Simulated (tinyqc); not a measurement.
Worked calculation: one-electron ion in a basis of Gaussians. One step of it, computed by the program tinyqc.

Problem. Generalised eigenproblem. Solve H C = S C e through S^(-1/2); each column has its largest component positive (the first on a tie).

H = T + V (hartree), lower triangle:
```
           1          2          3
1  -2.314667
2  -2.383521  -2.640813
3  -2.257885  -2.675692  -2.824785
```

S, lower triangle:
```
          1         2         3
1  1.000000
2  0.921348  1.000000
3  0.727952  0.921383  1.000000
```

Give: eigenvalues of S; eigenvalues; coefficients.

Solution.

eigenvalues of S: 0.011  0.272  2.717

eigenvalues (hartree): -2.902  -1.112  0.609

coefficients:
```
        1       2       3
1   0.628   2.064  -3.712
2  -0.692  -1.222   7.442
3   1.160  -0.567  -4.096
```

For Z = 5 and l = 1 the exact lowest level is -Z^2/(2 n^2) with n = l + 1: -3.125000 hartree.
